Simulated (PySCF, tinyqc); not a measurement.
Worked calculation (part 2 of 2): RHF in the sto-3g basis, for H6, spin multiplicity 1. The lowest restricted solution is unstable here: a spin-polarised one lies 0.0050 hartree lower (PySCF). Computed by tinyqc, a small Python program that keeps every step (integrals from PySCF). Command: `OMP_NUM_THREADS=1 python tinyqc.py 20127 20128 out.jsonl` (the two numbers bound the seeds that draw the settings). One thread of a shared host (Intel(R) Xeon(R) Processor @ 2.60GHz), about 0.1 s of CPU time with the checks.

Geometry (angstrom):
```
atom,x,y,z
H,0.0000,0.0000,0.0000
H,0.0000,0.0000,1.1880
H,0.0000,0.0000,2.9620
H,0.0000,0.0000,4.1500
H,0.0000,0.0000,5.9250
H,0.0000,0.0000,7.1120
```

## Iteration 20 (converged): orbitals

converged F (hartree):
```
,1H 1s,2H 1s,3H 1s,4H 1s,5H 1s,6H 1s
1H 1s,-0.1949,-0.4055,-0.0340,0.0061,0.0006,-0.0012
2H 1s,-0.4055,-0.2081,-0.1288,-0.0337,-0.0006,0.0006
3H 1s,-0.0340,-0.1288,-0.2088,-0.4052,-0.0337,0.0061
4H 1s,0.0061,-0.0337,-0.4052,-0.2088,-0.1286,-0.0340
5H 1s,0.0006,-0.0006,-0.0337,-0.1286,-0.2083,-0.4059
6H 1s,-0.0012,0.0006,0.0061,-0.0340,-0.4059,-0.1952
```

X:
```
,1,2,3,4,5,6
1H 1s,-0.4034,-0.6249,0.5141,-0.3809,-0.4084,0.2385
2H 1s,0.5428,0.6620,-0.3779,-0.2693,-0.4231,0.3122
3H 1s,-0.7292,-0.1426,-0.5646,0.4263,-0.0898,0.4096
4H 1s,0.7293,-0.1383,0.5654,0.4267,0.0880,0.4096
5H 1s,-0.5443,0.6627,0.3753,-0.2680,0.4235,0.3127
6H 1s,0.4052,-0.6265,-0.5114,-0.3794,0.4093,0.2391
```

Diagonalise F' = X^T F X, C = X C', fill 3 alpha and 3 beta electrons from the bottom; D = 2 C_occ C_occ^T. Each column has its largest component positive (the first on a tie).

F' = X^T F X (hartree):
```
,1,2,3,4,5,6
1,0.4834,0.0000,-0.0052,0.0000,0.0221,0.0000
2,0.0000,0.3611,0.0000,0.0302,0.0000,0.0154
3,-0.0052,0.0000,0.2440,-0.0001,0.0194,0.0000
4,0.0000,0.0302,-0.0001,-0.3832,0.0000,-0.0002
5,0.0221,0.0000,0.0194,0.0000,-0.4376,0.0000
6,0.0000,0.0154,0.0000,-0.0002,0.0000,-0.4842
```

orbital energies (hartree): MO1 -0.4845, MO2 -0.4386, MO3 -0.3844, MO4 0.2445, MO5 0.3626, MO6 0.4840

coefficients C:
```
,MO1,MO2,MO3,MO4,MO5,MO6
1H 1s,0.2470,-0.4129,-0.3576,0.4940,-0.6354,-0.4231
2H 1s,0.2978,-0.4251,-0.2986,-0.3794,0.6562,0.5401
3H 1s,0.4152,-0.0566,0.4284,-0.5808,-0.1174,-0.7198
4H 1s,0.4152,0.0536,0.4287,0.5814,-0.1139,0.7199
5H 1s,0.2987,0.4257,-0.2966,0.3773,0.6568,-0.5414
6H 1s,0.2480,0.4140,-0.3555,-0.4918,-0.6368,0.4246
```

D after iteration 20:
```
,1H 1s,2H 1s,3H 1s,4H 1s,5H 1s,6H 1s
1H 1s,0.7188,0.7117,-0.0545,-0.1457,0.0081,0.0348
2H 1s,0.7117,0.7170,0.0395,-0.0543,-0.0069,0.0081
3H 1s,-0.0545,0.0395,0.7182,0.7061,-0.0542,-0.1454
4H 1s,-0.1457,-0.0543,0.7061,0.7182,0.0394,-0.0544
5H 1s,0.0081,-0.0069,-0.0542,0.0394,0.7168,0.7115
6H 1s,0.0348,0.0081,-0.1454,-0.0544,0.7115,0.7185
```

## Convergence

Stop when the energy changes by less than 1e-09 hartree and every element of the error matrix X^T (F D S - S D F) X is below 9e-06.

Course of the cycle:
```
iteration,E (hartree),change,largest element of the error matrix
1,-1.997840,-,1.45e-02
2,-2.683165,-6.85e-01,2.87e-02
3,-2.918541,-2.35e-01,2.08e-02
4,-2.991900,-7.34e-02,2.75e-03
5,-3.014767,-2.29e-02,5.70e-04
6,-3.021654,-6.89e-03,5.14e-05
7,-3.023722,-2.07e-03,2.27e-05
8,-3.024343,-6.21e-04,6.43e-06
9,-3.024529,-1.86e-04,1.93e-06
10,-3.024585,-5.59e-05,5.79e-07
11,-3.024602,-1.68e-05,1.74e-07
12,-3.024607,-5.03e-06,5.19e-08
13,-3.024608,-1.51e-06,1.55e-08
14,-3.024609,-4.53e-07,4.58e-09
15,-3.024609,-1.36e-07,1.37e-09
16,-3.024609,-4.07e-08,4.11e-10
17,-3.024609,-1.22e-08,1.24e-10
18,-3.024609,-3.67e-09,3.80e-11
19,-3.024609,-1.10e-09,1.20e-11
20,-3.024609,-3.30e-10,3.75e-12
```

PySCF RHF in the same basis = -3.024609 hartree

Converged in 20 iterations.

## Populations, bond orders and dipole

overlap S:
```
,1H 1s,2H 1s,3H 1s,4H 1s,5H 1s,6H 1s
1H 1s,1.0000,0.3931,0.0198,0.0012,0.0000,0.0000
2H 1s,0.3931,1.0000,0.1708,0.0198,0.0002,0.0000
3H 1s,0.0198,0.1708,1.0000,0.3931,0.0197,0.0012
4H 1s,0.0012,0.0198,0.3931,1.0000,0.1706,0.0198
5H 1s,0.0000,0.0002,0.0197,0.1706,1.0000,0.3936
6H 1s,0.0000,0.0000,0.0012,0.0198,0.3936,1.0000
```

Mulliken: Z minus the diagonal of D S on the atom; Loewdin: the same with S^(1/2) D S^(1/2); Mayer order: 2 sum_s sum (D(s) S)_ij (D(s) S)_ji over the two atoms.

Charges (e):
```
atom,Mulliken,Loewdin
1H,0.0027,0.0012
2H,-0.0025,-0.0011
3H,-1.80e-04,-1.70e-04
4H,-1.83e-04,-1.81e-04
5H,-0.0025,-0.0011
6H,0.0027,0.0012
```

Mayer bond orders:
```
pair,order
2-1,0.9765
3-1,-0.0006
3-2,0.0239
4-1,0.0228
4-2,-0.0006
4-3,0.9545
5-1,-1.72e-05
5-2,1.45e-04
5-3,-0.0006
5-4,0.0238
6-1,0.0012
6-2,-1.72e-05
6-3,0.0227
6-4,-0.0006
6-5,0.9766
```

dipole moment about the origin, x y z (debye): 0.0000  0.0000  -0.0001
